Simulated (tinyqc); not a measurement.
From results back to parameters: Slater-Koster d bands of a bcc metal. Three cases, with inputs chosen for the exercise.

Problem. In a bcc d band E(t2g) = +/-((8/3) dds + (16/9) ddp + (32/9) ddd) + f2 (4 ddp + 2 ddd) and E(eg) = +/-((16/3) ddp + (8/3) ddd) + f2 (3 dds + 3 ddd), with + at Gamma and - at H = (1,0,0). ddd is given; the four levels come from hidden dds, ddp and f2.

Find: f2; dds, ddp.

Method. Half differences between Gamma and H give the first-neighbour parts and half sums the second. The eg half difference gives ddp and the t2g one dds. Since 4 ddp + 2 ddd is 3/4 of (16/3) ddp + (8/3) ddd, f2 is 4/3 of the ratio of the t2g half sum to the eg half difference; the eg half sum then serves as a check. Without ddd these four levels would not fix the three integrals.

Case 1.

Values chosen (out of a larger set: of the size met in Fe; not measured data): ddd = -0.067 eV (dd delta).

levels (eV): t2g Gamma -0.96763, eg Gamma 0.35378, t2g H 2.01370, eg H -2.51022

Solution.

f2 = 0.487

dds, ddp (eV): -0.671  0.302

Case 2.

Values chosen (out of a larger set: of the size met in Nb; not measured data): ddd = -0.227 eV (dd delta).

levels (eV): t2g Gamma -2.18149, eg Gamma 0.38337, t2g H 4.04962, eg H -4.73130

Solution.

f2 = 0.487

dds, ddp (eV): -1.261  0.593

Case 3.

Values chosen (out of a larger set: of the size met in Fe; not measured data): ddd = -0.077 eV (dd delta).

levels (eV): t2g Gamma -0.94072, eg Gamma 0.49363, t2g H 2.13484, eg H -2.77571

Solution.

f2 = 0.487

dds, ddp (eV): -0.704  0.345

Computed by tinyqc, one run a case: `OMP_NUM_THREADS=1 python tinyqc.py N N+1 out.jsonl` with N = 1480741, 1480771, 1480923; one thread of a shared Intel(R) Xeon(R) Processor @ 2.30GHz, about 0.06 s a run at most.
